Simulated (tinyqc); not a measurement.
Scattering mobility, thermal velocity and mass from two apparent mobilities.

Question. 1/mu_app = 1/mu_0 + 1/mu_B with the ballistic mobility mu_B = vT L/(2 Vt) and vT = sqrt(2 kB T/(pi m)) (non-degenerate carriers); the mean free path is 2 Vt mu_0/vT. Find mu_0, vT, m and the mean free path.

Parameters, values chosen for the exercise: temperature T = 300 K.

Constants: q = 1.602176634e-19 C, kB = 1.380649e-23 J/K, m0 = 9.1093837015e-31 kg, Vt = kB T/q. Results are converted to the units shown.

apparent mobility at L = 40 and 200 nm (cm^2/(V s)): [180.84138, 218.14045]

Solution. 1/mu_app is linear in 1/L: the slope is 2 Vt/vT and the intercept 1/mu_0.

mu_0 = 230 cm^2/(V s)
vT = 1.09e7 cm/s
m = 0.242 m0
mean free path = 10.9 nm

Program tinyqc, `OMP_NUM_THREADS=1 python tinyqc.py 2380055 2380056 out.jsonl`; Intel Xeon 2.30GHz, shared host, one thread, about 0.01 s.
